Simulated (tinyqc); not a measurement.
Sweep of alpha: linear model of a band gap against the share of exact exchange.

E(alpha) = E0 + S alpha. A wider gap screens less, modelled in the Penn form eps(alpha) = 1 + (e0 - 1)(EP/(EP + S alpha))^2 with a scale EP chosen for the exercise. A dielectric-dependent hybrid takes alpha = 1/eps.

Values chosen for the exercise (of the order of those of GaAs; the results hold for these values, not for the real material): E0 = 0.52 eV (gap of the semi-local functional); S = 5.53 eV (slope dE/d(alpha)); e0 = 11.34 (optical dielectric constant at alpha = 0); EP = 10.3 eV (energy scale of the screening); Et = 1.55 eV (target gap).

Also the exciton scale relative to alpha = 0, (m/m(0))(eps(0)/eps)^2, with a mass proportional to E + D, D = E0/2 + 0.3 eV, a k.p rule for direct gaps only.

Results:

| alpha | E (eV) | eps | alpha eps | exciton scale |
|---|---|---|---|---|
| 0.00 | 0.520 | 11.340 | 0.000 | 1.00 |
| 0.05 | 0.796 | 10.806 | 0.540 | 1.38 |
| 0.10 | 1.073 | 10.313 | 1.031 | 1.83 |
| 0.15 | 1.349 | 9.856 | 1.478 | 2.34 |
| 0.20 | 1.626 | 9.432 | 1.886 | 2.93 |
| 0.25 | 1.903 | 9.038 | 2.259 | 3.59 |
| 0.35 | 2.455 | 8.327 | 2.915 | 5.18 |
| 0.50 | 3.285 | 7.427 | 3.713 | 8.30 |

How do the results move, and what explains it?

alpha eps reaches 1 between alpha = 0.05 and 0.1 (fixed point 0.097), and the target gap is met between 0.15 and 0.2. At the fixed point the gap is 1.05 eV, -0.50 eV from the target. From 0 to 0.25 the gap grows by 1.38 eV while eps falls by 20 %; the exciton scale, which takes both, grows by a factor of 3.59.

tinyqc: `OMP_NUM_THREADS=1 python tinyqc.py 1880213 1880214 out.jsonl`; about 0.01 s, one thread, shared Intel(R) Xeon(R) Processor @ 2.30GHz.
